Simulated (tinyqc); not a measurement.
UHF in the sto-3g basis, for H2, spin multiplicity 1, step by step. Computed by tinyqc, a small Python program that keeps every step (integrals from PySCF). Settings: charge = 0, multiplicity = 1, basis = sto-3g, energy threshold = 1e-08, iteration cap = 90, orthogonalisation = symmetric, start = Wolfsberg-Helmholz matrix, DIIS depth = 0, shift = 0.2, method = UHF, break = 0.2. Command: `OMP_NUM_THREADS=1 python tinyqc.py 29634 29635 out.jsonl` (the two numbers bound the seeds that draw the settings). One thread of a shared host (Intel(R) Xeon(R) Processor @ 2.60GHz), about 0.09 s of CPU time with the checks. Later iterations appear only in the table of the cycle.

## One-electron integrals

Geometry (angstrom):
```
atom         x         y         z
H     0.000000  0.000000  0.000000
H     0.000000  0.000000  1.455000
```

Basis sto-3g: exponents (1/bohr^2) and contraction coefficients of normalised primitives:
```
element  l (shell)  exponent  coefficient
H            s (1)  3.425251     0.154329
H            s (1)  0.623914     0.535328
H            s (1)  0.168855     0.444635
```

Overlap, kinetic and nuclear-attraction integrals over the contracted functions; the nuclear repulsion is the sum of Za Zb / Rab.

nuclear repulsion = 0.36369568 hartree

overlap S, order 1H 1s, 2H 1s:
$$\begin{pmatrix}
1.000000 & 0.273760 \\
0.273760 & 1.000000
\end{pmatrix}$$

kinetic energy T (hartree), order 1H 1s, 2H 1s:
$$\begin{pmatrix}
0.760032 & 0.013774 \\
0.013774 & 0.760032
\end{pmatrix}$$

nuclear attraction V (hartree), order 1H 1s, 2H 1s:
$$\begin{pmatrix}
-1.588525 & -0.361073 \\
-0.361073 & -1.588525
\end{pmatrix}$$

core Hamiltonian H = T + V (hartree), order 1H 1s, 2H 1s:
$$\begin{pmatrix}
-0.828493 & -0.347299 \\
-0.347299 & -0.828493
\end{pmatrix}$$

## Two-electron integrals

Functions are numbered as in S; the eight-fold symmetry (ij|kl) = (ji|kl) = (kl|ij) leaves the list below.

Two-electron integrals (ij|kl) in chemists' order, unique and non-zero (hartree):
```
(11|11) 0.774606   (21|11) 0.148692   (21|21) 0.042969   (22|11) 0.355334
(22|21) 0.148692   (22|22) 0.774606
```

## Orthogonalisation

S = U s U^T; symmetric (Loewdin) form X = U s^(-1/2) U^T, so that X^T S X = 1.

eigenvalues of S: [0.726240, 1.273760]

X, order 1H 1s, 2H 1s:
$$\begin{pmatrix}
1.029742 & -0.143696 \\
-0.143696 & 1.029742
\end{pmatrix}$$

## Starting guess

The start is the generalised Wolfsberg-Helmholz matrix (K = 1.75) built on H, with HOMO and LUMO mixed by +/-0.2 rad for the two spins; D(s) = C_occ C_occ^T for each spin.

D(alpha) at the start, order 1H 1s, 2H 1s:
$$\begin{pmatrix}
0.606662 & 0.349871 \\
0.349871 & 0.201776
\end{pmatrix}$$

D(beta) at the start, order 1H 1s, 2H 1s:
$$\begin{pmatrix}
0.201776 & 0.349871 \\
0.349871 & 0.606662
\end{pmatrix}$$

## Iteration 1: building the Fock matrix

J_ij = sum D_kl (ij|kl) with D = D(alpha) + D(beta), K_ij = sum D_kl (ik|jl) for each spin; F = H + J - K(s); E = tr D H + tr D J / 2 - 0.5 sum_s tr D(s) K(s) + E_nn.

Coulomb J (hartree), order 1H 1s, 2H 1s:
$$\begin{pmatrix}
1.121579 & 0.300550 \\
0.300550 & 1.121579
\end{pmatrix}$$

exchange K(alpha) (hartree), order 1H 1s, 2H 1s:
$$\begin{pmatrix}
0.582640 & 0.259563 \\
0.259563 & 0.286410
\end{pmatrix}$$

exchange K(beta) (hartree), order 1H 1s, 2H 1s:
$$\begin{pmatrix}
0.286410 & 0.259563 \\
0.259563 & 0.582640
\end{pmatrix}$$

F(alpha) (hartree), order 1H 1s, 2H 1s:
$$\begin{pmatrix}
-0.289555 & -0.306311 \\
-0.306311 & 0.006675
\end{pmatrix}$$

F(beta) (hartree), order 1H 1s, 2H 1s:
$$\begin{pmatrix}
0.006675 & -0.306311 \\
-0.306311 & -0.289555
\end{pmatrix}$$

total energy of this density = -0.93776401 hartree

## Iteration 1: diagonalisation and new density

A level shift of 0.2 hartree raises the virtual space: F + shift (S - S D(s) S), with D(s) the density of one spin. Diagonalise F' = X^T F X, C = X C', fill 1 alpha and 1 beta electrons from the bottom; D(s) = C_occ C_occ^T. Each column has its largest component positive (the first on a tie).

F' = X^T F X (alpha) (hartree):
$$\begin{pmatrix}
-0.155189 & -0.381376 \\
-0.381376 & 0.230690
\end{pmatrix}$$

orbital energies (alpha) (hartree): MO1 -0.389652, MO2 0.465154

coefficients C (alpha), order 1H 1s, 2H 1s:
$$\begin{pmatrix}
0.801966 & -0.661715 \\
0.416890 & 0.952481
\end{pmatrix}$$

F' = X^T F X (beta) (hartree):
$$\begin{pmatrix}
0.230690 & -0.381376 \\
-0.381376 & -0.155189
\end{pmatrix}$$

orbital energies (beta) (hartree): MO1 -0.389652, MO2 0.465154

coefficients C (beta), order 1H 1s, 2H 1s:
$$\begin{pmatrix}
0.416890 & 0.952481 \\
0.801966 & -0.661715
\end{pmatrix}$$

D(alpha) after iteration 1, order 1H 1s, 2H 1s:
$$\begin{pmatrix}
0.643150 & 0.334331 \\
0.334331 & 0.173797
\end{pmatrix}$$

D(beta) after iteration 1, order 1H 1s, 2H 1s:
$$\begin{pmatrix}
0.173797 & 0.334331 \\
0.334331 & 0.643150
\end{pmatrix}$$

## Iteration 2: building the Fock matrix

As before.

Coulomb J (hartree), order 1H 1s, 2H 1s:
$$\begin{pmatrix}
1.121950 & 0.300409 \\
0.300409 & 1.121950
\end{pmatrix}$$

exchange K(alpha) (hartree), order 1H 1s, 2H 1s:
$$\begin{pmatrix}
0.605080 & 0.254638 \\
0.254638 & 0.261684
\end{pmatrix}$$

exchange K(beta) (hartree), order 1H 1s, 2H 1s:
$$\begin{pmatrix}
0.261684 & 0.254638 \\
0.254638 & 0.605080
\end{pmatrix}$$

F(alpha) (hartree), order 1H 1s, 2H 1s:
$$\begin{pmatrix}
-0.311623 & -0.301528 \\
-0.301528 & 0.031773
\end{pmatrix}$$

F(beta) (hartree), order 1H 1s, 2H 1s:
$$\begin{pmatrix}
0.031773 & -0.301528 \\
-0.301528 & -0.311623
\end{pmatrix}$$

total energy of this density = -0.94188376 hartree

## Iteration 2: diagonalisation and new density

As before.

F' = X^T F X (alpha) (hartree):
$$\begin{pmatrix}
-0.185688 & -0.373778 \\
-0.373778 & 0.261633
\end{pmatrix}$$

orbital energies (alpha) (hartree): MO1 -0.397612, MO2 0.473557

coefficients C (alpha), order 1H 1s, 2H 1s:
$$\begin{pmatrix}
0.824905 & -0.632889 \\
0.382886 & 0.966651
\end{pmatrix}$$

F' = X^T F X (beta) (hartree):
$$\begin{pmatrix}
0.261633 & -0.373778 \\
-0.373778 & -0.185688
\end{pmatrix}$$

orbital energies (beta) (hartree): MO1 -0.397612, MO2 0.473557

coefficients C (beta), order 1H 1s, 2H 1s:
$$\begin{pmatrix}
0.382886 & 0.966651 \\
0.824905 & -0.632889
\end{pmatrix}$$

D(alpha) after iteration 2, order 1H 1s, 2H 1s:
$$\begin{pmatrix}
0.680468 & 0.315844 \\
0.315844 & 0.146601
\end{pmatrix}$$

D(beta) after iteration 2, order 1H 1s, 2H 1s:
$$\begin{pmatrix}
0.146601 & 0.315844 \\
0.315844 & 0.680468
\end{pmatrix}$$

## Iteration 3: building the Fock matrix

As before.

Coulomb J (hartree), order 1H 1s, 2H 1s:
$$\begin{pmatrix}
1.122392 & 0.300242 \\
0.300242 & 1.122392
\end{pmatrix}$$

exchange K(alpha) (hartree), order 1H 1s, 2H 1s:
$$\begin{pmatrix}
0.627320 & 0.248780 \\
0.248780 & 0.236724
\end{pmatrix}$$

exchange K(beta) (hartree), order 1H 1s, 2H 1s:
$$\begin{pmatrix}
0.236724 & 0.248780 \\
0.248780 & 0.627320
\end{pmatrix}$$

F(alpha) (hartree), order 1H 1s, 2H 1s:
$$\begin{pmatrix}
-0.333422 & -0.295837 \\
-0.295837 & 0.057175
\end{pmatrix}$$

F(beta) (hartree), order 1H 1s, 2H 1s:
$$\begin{pmatrix}
0.057175 & -0.295837 \\
-0.295837 & -0.333422
\end{pmatrix}$$

total energy of this density = -0.94628703 hartree

## Iteration 3: diagonalisation and new density

As before.

F' = X^T F X (alpha) (hartree):
$$\begin{pmatrix}
-0.216167 & -0.364739 \\
-0.364739 & 0.292638
\end{pmatrix}$$

orbital energies (alpha) (hartree): MO1 -0.406461, MO2 0.482932

coefficients C (alpha), order 1H 1s, 2H 1s:
$$\begin{pmatrix}
0.846490 & -0.603714 \\
0.348916 & 0.979425
\end{pmatrix}$$

F' = X^T F X (beta) (hartree):
$$\begin{pmatrix}
0.292638 & -0.364739 \\
-0.364739 & -0.216167
\end{pmatrix}$$

orbital energies (beta) (hartree): MO1 -0.406461, MO2 0.482932

coefficients C (beta), order 1H 1s, 2H 1s:
$$\begin{pmatrix}
0.348916 & 0.979425 \\
0.846490 & -0.603714
\end{pmatrix}$$

D(alpha) after iteration 3, order 1H 1s, 2H 1s:
$$\begin{pmatrix}
0.716546 & 0.295354 \\
0.295354 & 0.121742
\end{pmatrix}$$

D(beta) after iteration 3, order 1H 1s, 2H 1s:
$$\begin{pmatrix}
0.121742 & 0.295354 \\
0.295354 & 0.716546
\end{pmatrix}$$

## Iteration 4: building the Fock matrix

As before.

Coulomb J (hartree), order 1H 1s, 2H 1s:
$$\begin{pmatrix}
1.122881 & 0.300056 \\
0.300056 & 1.122881
\end{pmatrix}$$

exchange K(alpha) (hartree), order 1H 1s, 2H 1s:
$$\begin{pmatrix}
0.648105 & 0.242286 \\
0.242286 & 0.212924
\end{pmatrix}$$

exchange K(beta) (hartree), order 1H 1s, 2H 1s:
$$\begin{pmatrix}
0.212924 & 0.242286 \\
0.242286 & 0.648105
\end{pmatrix}$$

F(alpha) (hartree), order 1H 1s, 2H 1s:
$$\begin{pmatrix}
-0.353717 & -0.289529 \\
-0.289529 & 0.081464
\end{pmatrix}$$

F(beta) (hartree), order 1H 1s, 2H 1s:
$$\begin{pmatrix}
0.081464 & -0.289529 \\
-0.289529 & -0.353717
\end{pmatrix}$$

total energy of this density = -0.95053546 hartree

## Iteration 4: diagonalisation and new density

As before.

F' = X^T F X (alpha) (hartree):
$$\begin{pmatrix}
-0.244913 & -0.354720 \\
-0.354720 & 0.321969
\end{pmatrix}$$

orbital energies (alpha) (hartree): MO1 -0.415526, MO2 0.492582

coefficients C (alpha), order 1H 1s, 2H 1s:
$$\begin{pmatrix}
0.865696 & -0.575835 \\
0.316844 & 0.990266
\end{pmatrix}$$

F' = X^T F X (beta) (hartree):
$$\begin{pmatrix}
0.321969 & -0.354720 \\
-0.354720 & -0.244913
\end{pmatrix}$$

orbital energies (beta) (hartree): MO1 -0.415526, MO2 0.492582

coefficients C (beta), order 1H 1s, 2H 1s:
$$\begin{pmatrix}
0.316844 & 0.990266 \\
0.865696 & -0.575835
\end{pmatrix}$$

D(alpha) after iteration 4, order 1H 1s, 2H 1s:
$$\begin{pmatrix}
0.749430 & 0.274291 \\
0.274291 & 0.100390
\end{pmatrix}$$

D(beta) after iteration 4, order 1H 1s, 2H 1s:
$$\begin{pmatrix}
0.100390 & 0.274291 \\
0.274291 & 0.749430
\end{pmatrix}$$

## Iteration 27 (converged): orbitals

converged F(alpha) (hartree), order 1H 1s, 2H 1s:
$$\begin{pmatrix}
-0.429526 & -0.252372 \\
-0.252372 & 0.180801
\end{pmatrix}$$

converged F(beta) (hartree), order 1H 1s, 2H 1s:
$$\begin{pmatrix}
0.180801 & -0.252372 \\
-0.252372 & -0.429526
\end{pmatrix}$$

Diagonalise F' = X^T F X, C = X C', fill 1 alpha and 1 beta electrons from the bottom; D(s) = C_occ C_occ^T. Each column has its largest component positive (the first on a tie).

F' = X^T F X (alpha) (hartree):
$$\begin{pmatrix}
-0.377036 & -0.236014 \\
-0.236014 & 0.257534
\end{pmatrix}$$

orbital energies (alpha) (hartree): MO1 -0.455191, MO2 0.335688

coefficients C (alpha), order 1H 1s, 2H 1s:
$$\begin{pmatrix}
0.932367 & -0.460117 \\
0.187295 & 1.022710
\end{pmatrix}$$

F' = X^T F X (beta) (hartree):
$$\begin{pmatrix}
0.257534 & -0.236014 \\
-0.236014 & -0.377036
\end{pmatrix}$$

orbital energies (beta) (hartree): MO1 -0.455191, MO2 0.335688

coefficients C (beta), order 1H 1s, 2H 1s:
$$\begin{pmatrix}
0.187295 & 1.022710 \\
0.932367 & -0.460117
\end{pmatrix}$$

D(alpha) after iteration 27, order 1H 1s, 2H 1s:
$$\begin{pmatrix}
0.869308 & 0.174628 \\
0.174628 & 0.035079
\end{pmatrix}$$

D(beta) after iteration 27, order 1H 1s, 2H 1s:
$$\begin{pmatrix}
0.035079 & 0.174628 \\
0.174628 & 0.869308
\end{pmatrix}$$

## Convergence

Stop when the energy changes by less than 1e-08 hartree and every element of the error matrix X^T (F D S - S D F) X (for each spin) is below 3e-05.

Course of the cycle:
```
iteration  E (hartree)     change  largest element of the error matrix
1          -0.93776401          -                             2.92e-02
2          -0.94188376  -4.12e-03                             3.08e-02
3          -0.94628703  -4.40e-03                             3.10e-02
4          -0.95053546  -4.25e-03                             2.95e-02
5          -0.95420999  -3.67e-03                             2.66e-02
6          -0.95706206  -2.85e-03                             2.27e-02
7          -0.95906575  -2.00e-03                             1.86e-02
8          -0.96035740  -1.29e-03                             1.46e-02
9          -0.96113355  -7.76e-04                             1.11e-02
10         -0.96157496  -4.41e-04                             8.24e-03
11         -0.96181574  -2.41e-04                             6.02e-03
12         -0.96194310  -1.27e-04                             4.35e-03
13         -0.96200897  -6.59e-05                             3.11e-03
14         -0.96204249  -3.35e-05                             2.21e-03
15         -0.96205935  -1.69e-05                             1.56e-03
16         -0.96206777  -8.41e-06                             1.10e-03
17         -0.96207194  -4.17e-06                             7.74e-04
18         -0.96207400  -2.06e-06                             5.44e-04
19         -0.96207502  -1.02e-06                             3.81e-04
20         -0.96207552  -5.00e-07                             2.67e-04
21         -0.96207576  -2.45e-07                             1.87e-04
22         -0.96207588  -1.20e-07                             1.31e-04
23         -0.96207594  -5.90e-08                             9.18e-05
24         -0.96207597  -2.89e-08                             6.42e-05
25         -0.96207599  -1.42e-08                             4.50e-05
26         -0.96207599  -6.93e-09                             3.15e-05
27         -0.96207600  -3.39e-09                             2.20e-05
```

PySCF UHF in the same basis, after a stability check = -0.96207600 hartree

Converged in 27 iterations.

## Populations, bond orders and dipole

Mulliken: Z minus the diagonal of D S on the atom; Loewdin: the same with S^(1/2) D S^(1/2); Mayer order: 2 sum_s sum (D(s) S)_ij (D(s) S)_ji over the two atoms.

Charges (e):
```
atom  Mulliken  Loewdin  Mulliken spin
1H    0.000000        0       0.834229
2H           0        0      -0.834229
```

Mayer bond orders:
```
pair     order
2-1   0.304062
```

dipole moment about the origin, x y z (debye): [0.000000, 0.000000, 0.000000]

<S^2> of the determinant (pure state: 0) = 0.643781
